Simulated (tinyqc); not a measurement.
Inside a calculation. Model: donor in an ellipsoidal valley (Kohn-Luttinger variational method). Computed by tinyqc, a small Python program that keeps every step. Command: `OMP_NUM_THREADS=1 python tinyqc.py 3007417 3007418 out.jsonl kohnlutt walk`. One thread of a shared host (Intel(R) Xeon(R) Processor @ 2.30GHz), about 0.03 s of CPU time with the checks. Intermediate numbers are printed to about 6 digits and carried at full precision; extremes and crossings named in words are read from the listed rows.

H = -(d^2/dx^2 + d^2/dy^2) - gamma d^2/dz^2 - 2/r in units built on m_t, with gamma = m_t/m_l and z along the valley axis. One valley; no valley-orbit or central-cell term.

Inputs (values chosen for the exercise, modelled on 3C-SiC):
```
quantity                      value  unit
transverse mass m_t            0.25   m_0
longitudinal mass m_l         0.689   m_0
dielectric constant eps        9.47     -
trial ratio b/a                0.56     -
observed depth chosen for 1s    119   meV
```

Constants: Ry = 13.605693123 eV; a_0 = 0.529177210903 angstrom; h x 1 THz = 4.135667696 meV.

## Effective units

Ry* = Ry m_t/eps^2, a* = a_0 eps/m_t, gamma = m_t/m_l.

Ry* = 37.9281 meV

a* = 20.0452 angstrom

gamma = 0.362845

## Energy at a trial ratio

Trial function exp(-sqrt((x^2 + y^2)/a^2 + z^2/b^2)) with beta = b/a < 1: E = t/a^2 - u/a, t = (2 + gamma/beta^2)/3, u = 2 arcsin(sqrt(1 - beta^2))/sqrt(1 - beta^2); the best a is 2 t/u and E(beta) = -u^2/(4 t).

t = 1.05234

u = 2.35708

best a = 0.892922 a*

E(beta) = -1.31987 Ry*

## Minimum over the ratio

Golden-section search on beta from 0.05 to 0.999, 60 steps.

Search, first ten steps; c and d are the inner points:
```
step       low      high         c  E(c) (Ry*)         d  E(d) (Ry*)
1     0.050000  0.999000  0.412486    -1.14809  0.636514    -1.35132
2     0.412486  0.999000  0.636514    -1.35132  0.774971    -1.34989
3     0.412486  0.774971  0.550943    -1.31402  0.636514    -1.35132
4     0.550943  0.774971  0.636514    -1.35132  0.689400    -1.35785
5     0.636514  0.774971  0.689400    -1.35785  0.722086    -1.35713
6     0.636514  0.722086  0.669200    -1.35658  0.689400    -1.35785
7     0.669200  0.722086  0.689400    -1.35785  0.701885    -1.35796
8     0.689400  0.722086  0.701885    -1.35796  0.709601    -1.35778
9     0.689400  0.709601  0.697116    -1.35798  0.701885    -1.35796
10    0.689400  0.701885  0.694169    -1.35795  0.697116    -1.35798
```

best beta = 0.698330

radius a of the 1s trial function = 16.4513 angstrom

radius b of the 1s trial function = 11.4884 angstrom

1s binding energy, trial function = 51.5055 meV

The envelope is flattened along the heavy axis; beta is close to gamma^(1/3) = 0.713.

## Levels from a Gaussian basis

Gaussian basis: g = P exp(-al (x^2 + y^2) - be z^2) with P = 1 (s-like), z (2p0) or x (2p+-); al = 0.004 x 2.6^k, k = 0..11, and be/al = 1, gamma^(-1/2) or 1/gamma (36 functions); 1/r = (2/sqrt(pi)) int exp(-t^2 r^2) dt by 48 Gauss-Legendre points after t = sqrt(al_i + al_j) tan(theta); overlap eigenvalues below 1e-10 are dropped.

1s binding energy, Gaussian basis = 51.5317 meV

2p0 binding energy = 16.6593 meV

2p+- binding energy = 11.2954 meV

The two-parameter trial function recovers 99.95 % of the 1s binding of the larger basis. 2p0, with its lobes along the heavy axis, is bound 1.47 times as strongly as 2p+-.

## Optical lines and the chemical shift

With an observed depth of 1s, the lines are 1s -> 2p0 = depth - E(2p0) and 1s -> 2p+- = depth - E(2p+-); the chemical shift is depth - E(1s, Gaussian basis); 1 meV = 1 THz/4.135667696.

line 1s -> 2p0 = 102.341 meV

line 1s -> 2p+- = 107.705 meV

chemical shift = 67.4683 meV

frequency of the line 1s -> 2p+- = 26.0429 THz

The spacing of the two lines, 5.364 meV, does not depend on the depth, so it is the same for every donor in this host.

## Which single mass stands for the valley

A hydrogenic level is Ry m/eps^2 for one mass m; errors are against the Gaussian basis.

1s binding energy:
```
rule                                      mass (m_0)  binding (meV)  error (%)
transverse mass                             0.250000         37.928    -26.399
conductivity mass 3/(2/m_t + 1/m_l)         0.317414         48.156     -6.551
density-of-states mass (m_t^2 m_l)^(1/3)    0.350509         53.177      3.192
longitudinal mass                           0.689000        104.530    102.846
trial function with a and b                        -         51.505     -0.051
mass that fits 1s                           0.339667         51.532      0.000
```

The conductivity mass, which is what a spherical trial function (a = b) gives, falls short by 6.6 %, as a restricted variational bound must; the density-of-states mass is off by +3.2 %. The mass that fits lies between the two.

## Levels against anisotropy

The trial energy is minimised over beta by golden section from 0.05 to 0.999, 60 steps.

Binding energies (Ry*):
```
gamma  1s, trial  1s, Gaussians       2p0      2p+-
0.091    1.87347        1.87992  0.820714  0.350589
0.180    1.61933        1.62198  0.615398  0.326567
0.360    1.36088        1.36158  0.441004  0.298156
0.510    1.23398        1.23423  0.367158  0.282480
0.540    1.21347        1.21367  0.355919  0.279826
0.720    1.11193        1.11196  0.303046  0.266159
0.900    1.03538        1.03536  0.266182  0.255235
```

As gamma falls from 0.9 to 0.091, 1s deepens from 1.035 to 1.880 Ry*, on the way from the hydrogen value 1 to the two-dimensional limit 4; 2p+- moves from 0.255 to 0.351 (limits 1/4 and 4/9), while 2p0 climbs from 0.266 to 0.821 and joins 1s as gamma tends to 0. Near gamma = 1 the trial function is almost exact and can pass the Gaussian basis, whose own error is about 3e-5 Ry*.

Checks made by the program: the Gaussian basis at gamma = 1 against 1, 1/4 and 1/4 Ry* (relative difference 3e-05); trial function against Gaussian basis (relative difference 5e-04).
